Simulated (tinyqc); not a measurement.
# Band offsets of oxides on a semiconductor by the charge-neutrality-level model, step by step

Numbers from tinyqc (`OMP_NUM_THREADS=1 python tinyqc.py 2410154 2410155 out.jsonl`; about 0.01 s on one thread of a shared Intel Xeon 2.30GHz). Printed values are rounded.

Each material has a charge-neutrality level at the depth Phi = chi + Eg - CNL below vacuum. For oxide B on semiconductor A, dEc = (chiA - PhiA) - (chiB - PhiB) + S (PhiA - PhiB), dEv = EgB - EgA - dEc, with the pinning factor S = 1/(1 + 0.1 (eps_inf - 1)^2) of the oxide. S = 1 is the affinity rule, S = 0 aligns the two levels.

Inputs (values chosen for the exercise); substrate values close to those of silicon:
- EgA = 1.14 eV (gap of the semiconductor)
- chiA = 4.17 eV (its electron affinity)
- cA = 0.31 eV (its charge-neutrality level above the valence edge)

Range of the model: The model ignores the chemistry of the actual interface, which can move offsets by several tenths of an eV.

## One oxide

oxide values (close to hafnium oxide): Eg (eV) 6.05, chi (eV) 2.37, CNL (eV) 3.72, eps_inf 3.89

Depths of both levels, S and the two offsets.

PhiA = 5 eV
PhiB = 4.7 eV
S = 0.5448968
dEc = 1.663469 eV
dEv = 3.246531 eV

The limits are dEc = 1.80 eV (S = 1) and 1.50 eV (S = 0).

## Oxides compared

Oxides (values chosen for the exercise, close to those of the materials named):

|  | Eg (eV) | chi (eV) | CNL above Ev (eV) | eps_inf |
|---|---|---|---|---|
| silicon dioxide | 9.18 | 0.92 | 4.53 | 2.21 |
| silicon nitride | 5.2 | 2.14 | 2.65 | 4.08 |
| aluminium oxide | 8.55 | 0.99 | 5.46 | 3.37 |
| hafnium oxide | 6.05 | 2.37 | 3.72 | 3.89 |
| zirconium oxide | 5.73 | 2.5 | 3.53 | 4.69 |
| titanium oxide | 3.14 | 3.88 | 2.18 | 7.81 |
| tantalum oxide | 4.44 | 3.24 | 3.23 | 4.69 |

The same for each oxide, with both limits.

Offsets:

|  | S | dEc (eV) | dEv (eV) | dEc, S = 1 (eV) | dEc, S = 0 (eV) |
|---|---|---|---|---|---|
| silicon dioxide | 0.8723 | 3.323 | 4.717 | 3.250 | 3.820 |
| silicon nitride | 0.5132 | 1.879 | 2.181 | 2.030 | 1.720 |
| aluminium oxide | 0.6403 | 2.849 | 4.561 | 3.180 | 2.260 |
| hafnium oxide | 0.5449 | 1.663 | 3.247 | 1.800 | 1.500 |
| zirconium oxide | 0.4234 | 1.497 | 3.093 | 1.670 | 1.370 |
| titanium oxide | 0.1774 | 0.1584 | 1.842 | 0.2900 | 0.1300 |
| tantalum oxide | 0.4234 | 0.6129 | 2.687 | 0.9300 | 0.3800 |

Both offsets exceed 1 eV for: silicon dioxide, silicon nitride, aluminium oxide, hafnium oxide, zirconium oxide. dEc falls short for: titanium oxide, tantalum oxide. The choice of S matters most for aluminium oxide, where the limits differ by 0.920 eV.
